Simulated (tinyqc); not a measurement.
# An infinitely deep well in a field (quantum-confined Stark shift), Airy functions, step by step

Computed by the program tinyqc: `OMP_NUM_THREADS=1 python tinyqc.py 2580026 2580027 out.jsonl`, one thread of a shared Intel Xeon 2.30GHz, about 0.02 s for the whole run. Printed values are rounded.

Hard walls at x = -L/2 and +L/2; between them U(x) = -F x (eV, zero at the centre). C = hbar^2/(2 m0), e = (C F^2/m1)^(1/3), z1 = (F L/2 - E)/e at the left wall and z2 = (-F L/2 - E)/e at the right wall. Levels are the roots of D(E) = Ai(z1) Bi(z2) - Ai(z2) Bi(z1).

Inputs (values chosen for the exercise): mass m1 = 0.19 m0; well width L = 12 nm; field F = 0.0044 V/nm; level sought n = 1.

Constants: q = 1.602176634e-19 C, hbar = 1.054571817e-34 J s, m0 = 9.1093837015e-31 kg, hbar^2/(2 m0) = 0.0380998212 eV nm^2. Results are converted to the units shown.

## Level without field and second-order shift

E_n(0) = C (n pi/L)^2/m1; second-order shift m1 F^2 L^4 (1 - 15/(pi n)^2)/(48 C pi^2 n^2).

E_n(0) = 0.0137438 eV
second-order shift = -2.19670 meV
F L/E_1(0) = 3.84173

## Step 1: secant step for the level

first trial energy = 0.0137 eV
second trial energy = 0.013 eV

Secant step from the last two trial energies, E_a the older and E_b the newer: next = E_b - D(E_b) (E_b - E_a)/(D(E_b) - D(E_a)).

D(E_a) = 0.0832849
D(E_b) = 0.0575640
third trial energy = 0.0114334 eV

## Step 2: secant step for the level

As before.

D(E_a) = 0.0575640
D(E_b) = -0.00779115
fourth trial energy = 0.0116201 eV

## Course of the secant iteration

Stop when E changes by less than 1e-10 eV and the root is level n (n - 1 nodes between the walls). E_a and E_b start as the two trial energies.

Course of the iteration:
```
step     E (eV)  change (eV)
1     0.0114334      1.57e-3
2     0.0116201      1.87e-4
3     0.0116070      1.31e-5
4     0.0116069      1.21e-7
5     0.0116069     8.46e-11
```

Converged in 5 steps to level 1.

## Stark shift

Exact shift E_n(F) - E_n(0), and the mean position <x> = -dE_n/dF. E_n(0) = C (n pi/L)^2/m1; second-order shift m1 F^2 L^4 (1 - 15/(pi n)^2)/(48 C pi^2 n^2).

E_n = 0.0116069 eV
shift = -2.13692 meV
<x> = 0.94589 nm

The second-order estimate is 2.8 % above the exact shift in size.
